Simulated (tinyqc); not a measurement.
Defect-molecule model of a vacancy with Jahn-Teller distortion, step by step. Values are carried at full precision from step to step, so a last printed digit may differ when a step is redone from the rounded ones.

Four dangling hybrids a, b, c, d point into the vacancy: H_ii = E0, and -gm between any two. A tetragonal distortion Q pairs a with b and c with d: those two couplings become -gm - I Q and the other four -gm + I Q/2, at an elastic cost k Q^2/2. The a1 level holds two electrons; charge states 2+, + and 0 put n = 0, 1, 2 more into the lowest level of t2 origin. Energy from the 2+ state at Q = 0, with the Fermi level mu counted from Ev: W_n(Q) = n (et - 2 I Q) + k Q^2/2 + Uc n (n - 1)/2 - n mu. et = E0 + gm is the undistorted t2 level.

Inputs chosen for the exercise (of the size used for the vacancy in silicon; not measured data): E0 = -0.06 eV (level of a dangling hybrid, from Ev); gm = 0.41 eV (coupling between two dangling hybrids); I = 0.91 eV/angstrom (Jahn-Teller coupling); k = 12.3 eV/angstrom^2 (force constant of the mode); Uc = 0.18 eV (repulsion of two electrons in one orbital); Q = 0.18 angstrom (a trial distortion).

## The molecule at a trial distortion

Fill in H at Q.

H (eV), lower triangle:
```
         a        b        c        d
a  -0.0600
b  -0.5738  -0.0600
c  -0.3281  -0.3281  -0.0600
d  -0.3281  -0.3281  -0.5738  -0.0600
```

## One-electron levels

Diagonalise. By symmetry: a + b + c + d at E0 - 3 gm, a + b - c - d at E0 + gm - 2 I Q, and the pair a - b, c - d at E0 + gm + I Q.

levels (eV): -1.2900  0.0224  0.5138  0.5138

The t2 triplet has split by 3 I Q = 0.4914 eV, and its centre has stayed.

## Relaxed charge states

Minimise W_n over Q: Q_n = 2 n I/k, gain n^2 E_JT with E_JT = 2 I^2/k. W_n at mu = 0 is n et - n^2 E_JT + Uc n (n - 1)/2.

E_JT = 0.1347 eV

States:

| n | charge | Q_n (angstrom) | gain (eV) | W_n (eV) |
|---|---|---|---|---|
| 0 | 2+ | 0.0000 | 0.0000 | 0.0000 |
| 1 | + | 0.1480 | 0.1347 | 0.2153 |
| 2 | 0 | 0.2959 | 0.5386 | 0.3414 |

## Transition levels and the effective U

From the energies W_n of the relaxed states with n = 0, 1, 2 electrons: E(2+/+) = W1 - W0, E(+/0) = W2 - W1, U_eff = E(+/0) - E(2+/+), E(2+/0) = (W2 - W0)/2.

levels above Ev (eV): (2+/+) 0.2153, (+/0) 0.1260, (2+/0) 0.1707

U_eff = -0.0893 eV

U_eff < 0: the second electron is bound more strongly than the first, the + state is never the lowest, and the charge changes by two at 0.1707 eV.

## Vertical against thermal levels

At fixed Q the level for adding the first electron is et - 2 I Q. Capture into 2+ at Q0 = 0 costs et; removal from + at Q1 = 2 I/k takes place at et - 2 E_JT, E_JT = 2 I^2/k; the thermal level lies between, and the Franck-Condon shift is E_JT on each side. et = E0 + gm.

levels (eV): vertical at Q0 0.3500, thermal 0.2153, vertical at Q1 0.0807

Stokes shift = 0.2693 eV

## Checks

- W2 from the formula against a numerical minimum over Q with the level from H(Q): both 0.34140.

Program tinyqc; command `OMP_NUM_THREADS=1 python tinyqc.py 1481548 1481549 out.jsonl`; about 0.01 s on one thread of a shared Intel(R) Xeon(R) Processor @ 2.30GHz.
